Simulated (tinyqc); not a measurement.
Slater-Koster d bands of an fcc metal, step by step. Values are carried at full precision from step to step, so a last printed digit may differ when a step is redone from the rounded ones.

Slater-Koster d bands. For a bond with direction cosines (l, m, n) the 5 x 5 block is dds Ps + ddp Pp + ddd (1 - Ps - Pp), the projectors on sigma, pi and delta states about the bond; for instance <xy|xy> = 3 l^2 m^2 dds + (l^2 + m^2 - 4 l^2 m^2) ddp + (n^2 + l^2 m^2) ddd, <xy|yz> = 3 l m^2 n dds + l n (1 - 4 m^2) ddp + l n (m^2 - 1) ddd and <3z2-r2|3z2-r2> = (n^2 - (l^2 + m^2)/2)^2 dds + 3 n^2 (l^2 + m^2) ddp + (3/4)(l^2 + m^2)^2 ddd. H(k) sums the blocks times cos(k.R) over the neighbours; the d level is the zero of energy; k in 2 pi/a.

Values chosen for the exercise (of the size met in Cu; the results hold for these values, not for the real material): dds = -0.368 eV (dd sigma); ddp = 0.151 eV (dd pi); ddd = -0.052 eV (dd delta); k = (0.61, 0.27, 0) 2 pi/a (wave vector); Nd = 9 (d electrons per atom).

## The block of one bond

Direction (1,1,0)/sqrt2; its eigenvalues must be dds once, ddp twice and ddd twice.

block (eV):
```
             xy      yz      zx   x2-y2   3z2-r2
xy      -0.2890       0       0       0   0.1368
yz            0  0.0495  0.1015       0        0
zx            0  0.1015  0.0495       0        0
x2-y2         0       0       0  0.1510        0
3z2-r2   0.1368       0       0       0  -0.1310
```

## Levels at Gamma

Neighbours: twelve at (a/2)(1,1,0) and equivalents.

Summing the blocks at k = 0 gives E(t2g) = 3 dds + 4 ddp + 5 ddd, E(eg) = 1.5 dds + 6 ddp + 4.5 ddd.

levels (eV): t2g (threefold) -0.7600, eg (twofold) 0.1200

The t2g level lies lower, by 0.8800 eV.

## The Hamiltonian at one k

Sum over the neighbours.

H(k) (eV):
```
             xy       yz       zx    x2-y2   3z2-r2
xy       0.3228        0        0        0  -0.3863
yz            0  -0.8759  -0.2865        0        0
zx            0  -0.2865   0.4782        0        0
x2-y2         0        0        0  -0.2134   0.4885
3z2-r2  -0.3863        0        0   0.4885   0.2213
```

## Levels and character

Diagonalise H; t2g is xy, yz, zx and eg the other two.

levels (eV): -0.9340  -0.5850  0.1317  0.5363  0.7840

weights:
```
     band 1  band 2  band 3  band 4  band 5
t2g   1.000   0.062   0.576   1.000   0.361
eg    0.000   0.938   0.424   0.000   0.639
```

## Levels at points of symmetry

Coordinates: G (0, 0, 0), X (1, 0, 0), W (1, 0.5, 0), L (0.5, 0.5, 0.5), K (0.75, 0.75, 0); the others lie half way.

Levels (eV):
```
k        band 1  band 2  band 3  band 4  band 5
G        -0.760  -0.760  -0.760   0.120   0.120
G-X 0.5  -1.156  -0.524   0.198   0.198   0.604
X        -1.552  -1.168   1.088   1.156   1.156
W        -0.604  -0.198  -0.198   0.524   1.156
L        -0.812  -0.497  -0.497   0.903   0.903
L-G 0.5  -0.786  -0.414  -0.414   0.297   0.297
K        -1.070  -0.505   0.573   0.644   0.979
```

On these points the bands run from -1.552 (X) to 1.156 eV (X and W).

## Second moment and the rectangular band

mu2 = z (dds^2 + 2 ddp^2 + 2 ddd^2)/5 per orbital, with z = 12. A rectangular band with the same mu2 has width W = sqrt(12 mu2), Fermi level W (Nd/10 - 1/2) and bond energy -W Nd (10 - Nd)/20 (Friedel).

mu2 = 0.4474 eV^2
W = 2.3172 eV
Fermi level = 0.9269 eV
bond energy per atom = -1.0427 eV

The bond energy is the attractive part alone; the repulsion between atoms, left out, cancels a large share of it in the cohesive energy.

## Checks

- Levels at Gamma from the formulas against H(0): they agree to 1e-10 or better.
- Second moment from the formula against the mean square level on the mesh: both 0.447442.

Computed by tinyqc, a small Python program: `OMP_NUM_THREADS=1 python tinyqc.py 1452123 1452124 out.jsonl` (the numbers bound the seed that draws the inputs); one thread of a shared host (Intel(R) Xeon(R) Processor @ 2.30GHz), about 0.08 s for the whole set of steps.
